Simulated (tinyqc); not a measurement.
Changing the silane pressure p_S: microkinetic model of low-temperature epitaxy from hydride gases: adsorption, hydrogen desorption and rate control. Computed by tinyqc, a small Python program. Command: `OMP_NUM_THREADS=1 python tinyqc.py 3021094 3021095 out.jsonl hepi sweep`. One thread of a shared host (Intel(R) Xeon(R) Processor @ 2.30GHz), about 0.05 s of CPU time with the checks.

Each hydride molecule needs two free sites and leaves four hydrogen atoms, of which two leave at once as H2; theta is the hydrogen coverage, the site density is 6.78 per nm^2 and one layer is 1.358 angstrom thick.

Inputs (values chosen for the exercise, close to those used for silane and germane on Si(001)):

| quantity | value | unit |
|---|---|---|
| sticking prefactor of silane s0 | 0.031 | - |
| adsorption barrier E_s | 0.16 | eV |
| desorption prefactor nu_d | 3.2e+11 | 1/s |
| desorption energy on silicon E_d | 2.17 | eV |
| hydrogen carrier pressure p_H | 33 | Pa |
| sticking of hydrogen s_H | 8.2e-08 | - |
| temperature T | 450 | C |
| germane pressure p_G | 0.033 | Pa |
| sticking ratio of germane to silane r_G | 3.1 | - |
| lowering of E_d per unit germanium fraction, dE | 0.59 | eV |

Film: silicon-germanium. Order of hydrogen desorption: first.

Constants: k_B = 8.617333262e-05 eV/K; u = 1.6605390666e-27 kg; k_B = 1.380649e-23 J/K.

Method:
- Flux per site F = p/(sqrt(2 pi M k_B T) x 6.78e18 per m^2), M = 32.12 u (silane), 76.63 u (germane), 2.016 u (hydrogen); s = s0 exp(-E_s/(k_B T)); k_S = s F_S, k_G = r_G s F_G; germanium fraction x = k_G/(k_S + k_G); k = k_S + k_G; k_H = s_H F_H; k_d = nu_d exp(-(E_d - dE x)/(k_B T)).
- Temperatures in kelvin are T(C) + 273.15.
- With k the hydride and k_H the hydrogen adsorption rate on free pairs and k_d the desorption rate, steady state: 2 (k + k_H)(1 - theta)^2 = k_d theta; growth rate R = k (1 - theta)^2 layers/s; 1 layer/s = 8.148 nm/min.
- With c = 2 (k + k_H)/k_d the free share is 1 - theta = 2/(1 + sqrt(1 + 4c)).
- X_i = d ln R/d ln k_i at fixed other constants. With f = 1 - theta and a = 2/f + 1/theta: d ln f/d ln k_d = 1/(a f), so X_d = 2/(a f), X_k = 1 - X_d k/(k + k_H), X_H = -X_d k_H/(k + k_H); they sum to 1.

One run for each value:

| silane pressure p_S (Pa) | growth rate G (nm/min) | hydrogen coverage theta | X_d (desorption) |
|---|---|---|---|
| 0.001 | 2.1061e+00 | 0.20379 | 0.33859 |
| 0.003 | 1.9451e+00 | 0.24597 | 0.39482 |
| 0.01 | 1.3723e+00 | 0.39641 | 0.56776 |
| 0.03 | 4.4082e-01 | 0.69553 | 0.82043 |
| 0.1 | 3.8698e-02 | 0.93136 | 0.96446 |
| 0.3 | 5.2817e-03 | 0.98292 | 0.99138 |
| 1 | 1.7501e-03 | 0.99424 | 0.99711 |
| 3 | 1.1994e-03 | 0.99719 | 0.99859 |
| 10 | 1.0429e-03 | 0.99855 | 0.99928 |
| 30 | 1.0015e-03 | 0.99918 | 0.99959 |

What does the table show, and why?

Over the rows, growth rate G (nm/min) falls from 2.11 to 0.00100 (exponent d ln y / d ln x -0.072 between the first rows and -0.037 between the last); hydrogen coverage theta rises from 0.204 to 0.999 (exponent d ln y / d ln x 0.17 between the first rows and 5.7e-4 between the last); X_d (desorption) rises from 0.339 to 1.000 (exponent d ln y / d ln x 0.14 between the first rows and 2.9e-4 between the last). More silane also dilutes the germanium, which raises the desorption barrier, so G can fall.

Caution (rows 0.00100, 0.00300, 0.0100, 0.0300, 0.100): layer thickness and site density of silicon are kept, and strain and surface segregation of germanium are ignored, which matters at this fraction.
